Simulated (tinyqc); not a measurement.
Changing the skew C: minimum-mode following (dimer method) and harmonic rate on a two-dimensional model surface. Computed by tinyqc, a small Python program. Command: `OMP_NUM_THREADS=1 python tinyqc.py 3016274 3016275 out.jsonl dimer sweep`. One thread of a shared host (Intel(R) Xeon(R) Processor @ 2.30GHz), about 0.03 s of CPU time with the checks.

V(x, y) = -A (cos kx + cos ky) - B cos kx cos ky + (C sin ky + S sin kx)(1 - cos kx), k = 2 pi/a; the atom hops from the minimum at (0, 0) to that at (a, 0).

Inputs (values chosen for the exercise, for a model surface):
```
quantity                                               value           unit
amplitude A                                             0.13             eV
amplitude B                                            0.024             eV
asymmetry S                                            0.029             eV
period a                                                 3.1       angstrom
start as a fraction of the way from minimum to saddle   0.65              -
offset of the start in y                               0.089       angstrom
first angle of the dimer                                 -15        degrees
half length delta                                       0.02       angstrom
step factor eta                                         0.43  angstrom^2/eV
mass M                                                   147              u
temperature T                                            250              K
```

Surface: adatom on a square lattice.

Constants: nu for 1 eV/(angstrom^2 u) = 15.6333042 THz; k_B = 8.617333262e-05 eV/K.

Method:
- Newton steps x(new) = x - H^-1 grad V (moves limited to 0.3 angstrom) from (0, 0), (a, 0) and (a/2, 0) give the two minima and the saddle.
- Dimer at R with unit axis N = (cos phi, sin phi) and normal T = (-sin phi, cos phi). Gradients g at R +/- delta N and at R +/- delta T give H N and H T by central differences, (g+ - g-)/(2 delta). With C_N = N.H N, C_T = T.H T and b = T.H N, rotate by theta = (1/2) atan2(-2b, C_T - C_N), the angle of least curvature C = (C_N + C_T)/2 - sqrt((C_N - C_T)^2/4 + b^2).
- Translate along F = -g + 2 (g.N) N if C < 0, else along F = (g.N) N, with the new axis: R(new) = R + eta F, the move limited to 0.2 angstrom.
- R0 = start minimum + fraction x (saddle - minimum) + (0, offset). Stop when |g| is below 1e-5 eV/angstrom, after 150 steps at most.
- Diagonalise the Hessian at the start minimum and at the saddle; nu = 15.6333042 THz x sqrt(|lambda|/M).
- Vineyard prefactor nu* = nu1 nu2 (minimum)/nu2 (saddle); k = nu* exp(-E_b/(k_B T)).

One run for each value:
```
skew C (eV)  barrier from the start (eV)  prefactor nu* (THz)  rate k (1/s)  steps
0.0026                           0.31786               1.2279    4.8016e+05     41
0.0130                           0.31504               1.2112    5.3980e+05     40
0.0230                           0.30906               1.1780    6.9313e+05     38
0.0340                           0.29937               1.1300    1.0422e+06     35
0.0440                           0.28837               1.0823    1.6636e+06     33
0.0550                           0.27449               1.0305    3.0173e+06     33
0.0650                           0.26070               0.9863    5.4758e+06     35
```

What does the table show?

Over the rows, barrier from the start (eV) falls from 0.318 to 0.261 (exponent d ln y / d ln x -0.0055 between the first rows and -0.31 between the last); prefactor nu* (THz) falls from 1.23 to 0.986 (exponent d ln y / d ln x -0.0085 between the first rows and -0.26 between the last); rate k (1/s) rises from 480000 to 5.48e6 (exponent d ln y / d ln x 0.073 between the first rows and 3.6 between the last).

Extremes, crossings and ranges named in words are read from the listed rows.
